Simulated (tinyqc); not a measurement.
Size effects in the resistivity of thin metal films and interconnect lines: one step, computed by the program tinyqc. Command: `OMP_NUM_THREADS=1 python tinyqc.py 3028293 3028294 out.jsonl size walk`. One thread of a shared host (Intel(R) Xeon(R) Processor @ 2.30GHz), about 0.01 s of CPU time with the checks.

Electrons lose their drift at surfaces (a share 1 - p of the hits) and at grain boundaries (reflection R), besides bulk scattering. The line sits in a trench with a non-conducting liner on both walls and the bottom; the spacing equals the drawn width.

Question. Grain boundaries. Mayadas-Shatzkes: alpha = (lambda/D) R/(1 - R); rho_b/rho = 1 - 3 alpha/2 + 3 alpha^2 - 3 alpha^3 ln(1 + 1/alpha).

Inputs (values chosen for the exercise, modelled on copper): bulk mean free path lambda = 38.8 nm; grain-boundary reflection R = 0.58.

Geometry: line.

grain size D = 78.192 nm

Give: alpha; rho/rho_b from grains.

Answer.

alpha = 0.6852

rho/rho_b from grains = 1.953

The linear estimate 1 + 3 alpha/2 gives 2.028, 4 % high; at large alpha the slope is 4/3.
